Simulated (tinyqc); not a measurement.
Inside a calculation. Model: strained L valleys, repopulation and conductivity mass.

tinyqc, about 0.01 s, one thread, Intel Xeon 2.30GHz (shared host): `OMP_NUM_THREADS=1 python tinyqc.py 2530160 2530161 out.jsonl` Printed values are rounded.

A cubic crystal with four conduction valleys along the <111> axes under uniaxial stress X along [110] (X > 0 is tension); current along [110]. Non-degenerate electrons, fixed total density, one relaxation time for all valleys and stresses, masses unchanged by strain, so the mobility goes as the mean inverse mass.

Parameters, values chosen for the exercise; values close to those of germanium: temperature T = 250 K; compliance s11 = 9.44 1/TPa; compliance s12 = -2.64 1/TPa; compliance s44 = 15.4 1/TPa; shear deformation potential Xu = 16.7 eV; longitudinal mass ml = 1.58 m0; transverse mass mt = 0.0847 m0; uniaxial stress (tension positive) X = 170 MPa.

Constants: q = 1.602176634e-19 C, kB = 1.380649e-23 J/K, Vt = kB T/q. Results are converted to the units shown.

## Strain tensor

Stress s_ij = X a_i a_j with a the unit vector along [110]; strain e_ii = s11 s_ii + s12 (s_jj + s_kk), e_ij = s44 s_ij/2.

strain (%):
```
            x           y            z
x  0.05780000  0.06545000   0.00000000
y  0.06545000  0.05780000   0.00000000
z  0.00000000  0.00000000  -0.04488000
```

## Valley shifts and shares

Valley shift dE = Xu (n.e.n - trace(e)/3) with n the valley axis; share f proportional to exp(-dE/Vt).

```
valley   dE (meV)    share f
[111]    7.286767  0.1685242
[-111]  -7.286767  0.3314758
[1-11]  -7.286767  0.3314758
[11-1]   7.286767  0.1685242
```

The splitting is 14.6 meV, 0.68 Vt.

## Conductivity mass and mobility

Inverse mass along the current d = [110]: (n.d)^2/ml + (1 - (n.d)^2)/mt; mu/mu0 = sum f (1/m) over the plain mean of 1/m.

1/m along d, valley [111] to [11-1] (1/m0): [4.357399, 11.80638, 11.80638, 4.357399]
conductivity mass = 0.1075765 m0
unstrained value = 0.1237335 m0
mu/mu0 = 1.150190

The possible range, all electrons in one kind of valley, is 0.539 to 1.46.
